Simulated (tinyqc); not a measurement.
Stoner model of a band ferromagnet, step by step. Values are carried at full precision from step to step, so a last printed digit may differ when a step is redone from the rounded ones.

Density of states per atom and spin: two humps, D(e) = (M/W) [1 - sp cos(4 pi e/W)]. Levels e -/+ I m/2 for up and down spin, m = n_up - n_down, n_up + n_down = nd. At zero temperature e(N) is the energy below which N states lie, and E(m) = sum over spins of integral e D de - I m^2/4.

Inputs chosen for the exercise: W = 4.4 eV (band width, e from -W/2 to W/2); M = 5 (states per atom and spin); nd = 6.98 (electrons per atom); sp = 0.42 (shape parameter); I = 0.79 eV (Stoner parameter).

## The paramagnetic state and the Stoner criterion

Find EF from nd/2 states per spin, D(EF) and the product I D(EF); below 1 the susceptibility is enhanced by 1/(1 - I D).

EF = 0.9372 eV
D(EF) = 1.5629 1/eV
I D(EF) = 1.2347

The paramagnet is unstable.

## Energy against moment

Tabulate the splitting that the band needs, e(n_up) - e(n_down), against I m, and E(m) - E(0), at nine moments up to saturation m_max = min(nd, 2M - nd).

Energy curve:

| m | e(n_up) (eV) | e(n_down) (eV) | difference (eV) | I m (eV) | E - E(0) (meV) |
|---|---|---|---|---|---|
| 0.000 | 0.9372 | 0.9372 | 0.0000 | 0.0000 | 0.0 |
| 0.378 | 1.0558 | 0.8127 | 0.2431 | 0.2982 | -5.3 |
| 0.755 | 1.1730 | 0.6766 | 0.4964 | 0.5965 | -20.2 |
| 1.133 | 1.2926 | 0.5194 | 0.7732 | 0.8947 | -41.6 |
| 1.510 | 1.4193 | 0.3244 | 1.0950 | 1.1929 | -63.2 |
| 1.887 | 1.5595 | 0.0698 | 1.4897 | 1.4911 | -73.9 |
| 2.265 | 1.7240 | -0.2076 | 1.9316 | 1.7893 | -60.6 |
| 2.643 | 1.9320 | -0.4300 | 2.3620 | 2.0876 | -21.2 |
| 3.020 | 2.2000 | -0.6030 | 2.8030 | 2.3858 | 43.9 |

dE/dm is half of (difference - I m), so E falls wherever I m exceeds the difference.

## The ground state

Take the lowest of E(0), the stationary points e(n_up) - e(n_down) = I m, and saturation.

m = 1.892 muB
exchange splitting I m = 1.494 eV
E - E(0) = -73.9 meV

n_up, n_down: 4.436  2.544

Both spin bands cross the Fermi level (a weak ferromagnet).

## Checks

- States in the band over M against 1: both 1.000000.

Program tinyqc; command `OMP_NUM_THREADS=1 python tinyqc.py 1652254 1652255 out.jsonl`; about 0.4 s on one thread of a shared Intel(R) Xeon(R) Processor @ 2.30GHz.
